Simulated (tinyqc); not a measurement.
Conduction-band offset of an n-N heterojunction from carrier-profile moments: two steps of the calculation.

Layer 1 (x < 0) accumulates electrons and layer 2 (x > 0) is depleted. Boltzmann statistics. The bands bend down by V1 in layer 1 and up by V2 in layer 2, with V1 + V2 = VD = dE + Vt ln[(N2/Nc2)/(N1/Nc1)].

Values chosen for this exercise; values of the order of III-V alloys:
- T = 200 K (temperature)
- eps_r = 11.5 (relative permittivity of both layers)
- Nc1 = 7.1e17 cm^-3 (density of states of the narrow-gap layer 1)
- Nc2 = 9.8e17 cm^-3 (density of states of the wide-gap layer 2)
- dE = 0.17 eV (conduction-band offset)
- N1 = 5.1e15 cm^-3 (donor density in layer 1)
- N2 = 8.6e16 cm^-3 (donor density in layer 2)
- si = 0 cm^-2 (fixed charge at the interface)

Constants: q = 1.602176634e-19 C, kB = 1.380649e-23 J/K, Vt = kB T/q, eps0 = 8.8541878128e-14 F/cm where lengths are in cm. Results are converted to the units shown.

Task 1. Division of the diffusion potential. Sheet densities from the first integral: Q1 = sqrt((2 eps0 eps_r Vt N1/q)(exp(u1) - u1 - 1)) extra electrons, Q2 = sqrt((2 eps0 eps_r Vt N2/q)(exp(-u2) + u2 - 1)) missing ones, u = V/Vt; neutrality Q1 = Q2 + si. Q1 - Q2 rises steadily with V1, so V1 follows by bisection.

Find: VD; V1; V2; Q1; n at x = 0-; n at x = 0+.

Result 1.

VD = 0.21314 V
V1 = 0.082093 V
V2 = 0.13104 V
Q1 = 3.5272e11 cm^-2
n at x = 0- = 5.9733e17 cm^-3
n at x = 0+ = 4.2891e13 cm^-3

n drops across the interface by 13900 = (Nc1/Nc2) exp(dE/Vt).

Task 2. Offset from the moments. A C-V profile smears n(x) but keeps its zeroth and first moments: si = -int (N - n) dx, VD = (q/(eps0 eps_r)) int (N - n) x dx, dE = VD - Vt ln[(N2/Nc2)/(N1/Nc1)]. Use the trapezoidal rule on each side.

-x, left point 0 to 9 (nm): [0, 1.07, 6.5, 18.6, 39.4, 70.4, 113, 169, 239, 324]
x, right point 0 to 9 (nm): [0, 6.9, 17, 28.8, 41.8, 55.9, 70.8, 86.6, 103, 120]
n in layer 1, left point 0 to 9 (cm^-3): [5.97330e17, 4.35144e17, 1.46503e17, 4.28413e16, 1.62563e16, 8.71183e15, 6.24171e15, 5.40950e15, 5.16627e15, 5.11051e15]
n in layer 2, right point 0 to 9 (cm^-3): [4.28915e13, 3.28319e14, 3.30742e15, 1.88278e16, 4.90013e16, 7.24037e16, 8.20575e16, 8.50048e16, 8.57659e16, 8.59480e16]

Find: si; VD; dE.

Result 2.

si = 5.354e10 cm^-2
VD = 0.2130 V
dE = 0.1699 eV

On these few points dE comes out -0.12 meV from the true 0.17 eV, and si misses by 5.4e10 cm^-2, 15 % of Q1.

Program tinyqc, `OMP_NUM_THREADS=1 python tinyqc.py 2410010 2410011 out.jsonl`; Intel Xeon 2.30GHz, shared host, one thread, about 0.09 s.
